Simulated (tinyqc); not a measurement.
Interlayer thickness: switching kinetics of a ferroelectric film and the memory window of a ferroelectric gate stack. Computed by tinyqc, a small Python program. Command: `OMP_NUM_THREADS=1 python tinyqc.py 3024791 3024792 out.jsonl feswitch walk`. One thread of a shared host (Intel(R) Xeon(R) Processor @ 2.30GHz), about 0.01 s of CPU time with the checks.

Fields in MV/cm; 1 microcoulomb/cm^2 over eps_0 is 11.29409 MV/cm. In the stack (metal, ferroelectric, interlayer, channel) the channel is taken as a conductor.

Inputs (values chosen for the exercise, for a model film):

| quantity | value | unit |
|---|---|---|
| saturation polarisation P_s | 26 | microcoulomb/cm^2 |
| ratio P_r/P_s | 0.88 | - |
| coercive field E_c | 1.1 | MV/cm |
| permittivity of the ferroelectric eps_F | 29 | - |
| thickness t_F | 11 | nm |
| permittivity of the interlayer eps_I | 3.9 | - |
| share s of P screened by trapped charge | 0.53 | - |
| pulse height V | 4.9 | V |
| breakdown field of the interlayer | 11 | MV/cm |

Method. Series stack: V = E_F t_F + E_I t_I and eps_I E_I = eps_F E_F + (1 - s) P/eps_0. E_I is for P = +P_s at the pulse height, the depolarising field for P = +P_r at V = 0; V needed puts E_F = 1.5 E_c after switching.

Stack against t_I:

| t_I (nm) | E_F after (MV/cm) | E_I (MV/cm) | depolarising field / E_c | V needed (V) |
|---|---|---|---|---|
| 0.3 | 2.9011 | 56.960 | 0.6419 | 3.245 |
| 0.5 | 2.1271 | 51.205 | 0.9618 | 4.198 |
| 0.8 | 1.2207 | 44.465 | 1.3363 | 5.628 |
| 1.2 | 0.3280 | 37.827 | 1.7052 | 7.534 |
| 1.6 | -0.3328 | 32.913 | 1.9782 | 9.440 |
| 2.0 | -0.8417 | 29.129 | 2.1885 | 11.346 |
| 3.0 | -1.7163 | 22.626 | 2.5499 | 16.112 |

Each nanometre of interlayer costs 4.77 V, against 0.17 V for a nanometre of ferroelectric. The depolarising field grows from 0.64 to 2.55 E_c. At E_F = 1.5 E_c the interlayer carries (1.5 eps_F E_c + (1 - s) P_s/eps_0)/eps_I = 47.7 MV/cm whatever its thickness, above its breakdown field of 11 MV/cm, so the voltages in the last column could not be applied without breakdown. Caution: rows with E_I above the breakdown field of the interlayer cannot be reached without charge injection. Caution: where E_F after switching is below E_c the switching stalls before P_s, and where the depolarising field exceeds E_c the state switches back, so those rows describe states that are not held.
